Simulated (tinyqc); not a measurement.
From results back to parameters: free-carrier optics of a doped semiconductor (Drude model with one polar phonon). Five cases, with inputs chosen for the exercise.

Problem. The upper coupled mode solves E^4 - (wL^2 + Ep^2) E^2 + Ep^2 wT^2 = 0 with wL = wT sqrt(es/ei); N is hidden.

eps(E) = ei [1 - Ep^2/(E^2 + i E Gam)] + (es - ei) wT^2/(wT^2 - E^2 - i E gT), with Ep^2 = 8 pi c (e^2/(4 pi eps0)) N/(m ei), c = hbar^2/2m0, N in 1/angstrom^3 (1e-24 per 1/cm^3); Gam = hbar/tau, tau = mu m m0/e with m0/e = 5.685630e-12 kg/C and mu in m^2/(V s). Energies in meV.

Constants: hbar^2/2m0 = 3.80998211 eV angstrom^2; e^2/(4 pi eps0) = 14.39964547 eV angstrom.

Case 1.

Values chosen (mass and dielectric values near those of InAs; N and mu are free inputs; interband absorption and the rise of the mass with filling are left out; the results hold for these values, not for the real material): m = 0.0273 m0 (conductivity mass); ei = 12.49 (high-frequency dielectric constant); wT = 27.4 meV (TO phonon); es = 15.15 (static dielectric constant).

L+ = 30.7357 meV

Case 2.

Values chosen (mass and dielectric values near those of SiC; N and mu are free inputs; interband absorption and the rise of the mass with filling are left out; the results hold for these values, not for the real material): m = 0.425 m0 (conductivity mass); ei = 6.49 (high-frequency dielectric constant); wT = 99 meV (TO phonon); es = 9.5 (static dielectric constant).

L+ = 120.8713 meV

Case 3.

Values chosen (mass and dielectric values near those of SiC; N and mu are free inputs; interband absorption and the rise of the mass with filling are left out; the results hold for these values, not for the real material): m = 0.381 m0 (conductivity mass); ei = 6.55 (high-frequency dielectric constant); wT = 99.4 meV (TO phonon); es = 9.72 (static dielectric constant).

L+ = 123.6427 meV

Case 4.

Values chosen (mass and dielectric values near those of InP; N and mu are free inputs; interband absorption and the rise of the mass with filling are left out; the results hold for these values, not for the real material): m = 0.0777 m0 (conductivity mass); ei = 9.34 (high-frequency dielectric constant); wT = 38.3 meV (TO phonon); es = 12.16 (static dielectric constant).

L+ = 49.5139 meV

Case 5.

Values chosen (mass and dielectric values near those of GaAs; N and mu are free inputs; interband absorption and the rise of the mass with filling are left out; the results hold for these values, not for the real material): m = 0.0738 m0 (conductivity mass); ei = 11.19 (high-frequency dielectric constant); wT = 33.1 meV (TO phonon); es = 13.09 (static dielectric constant).

L+ = 80.0136 meV

Find: Ep; N; L-.

Solution. Ep^2 = L+^2 (L+^2 - wL^2)/(L+^2 - wT^2); the product of the roots gives L- = Ep wT/L+.

Case 1.

Ep = 12.88 meV
N = 4.10e+16 1/cm^3
L- = 11.48 meV

Case 2.

Ep = 28.28 meV
N = 1.60e+18 1/cm^3
L- = 23.16 meV

Case 3.

Ep = 42.05 meV
N = 3.20e+18 1/cm^3
L- = 33.80 meV

Case 4.

Ep = 36.73 meV
N = 7.10e+17 1/cm^3
L- = 28.41 meV

Case 5.

Ep = 78.60 meV
N = 3.70e+18 1/cm^3
L- = 32.51 meV

Computed by tinyqc, one run a case: `OMP_NUM_THREADS=1 python tinyqc.py N N+1 out.jsonl` with N = 1681631, 1681664, 1681772, 1681812, 1681869; one thread of a shared Intel(R) Xeon(R) Processor @ 2.30GHz, about 0.01 s a run at most.
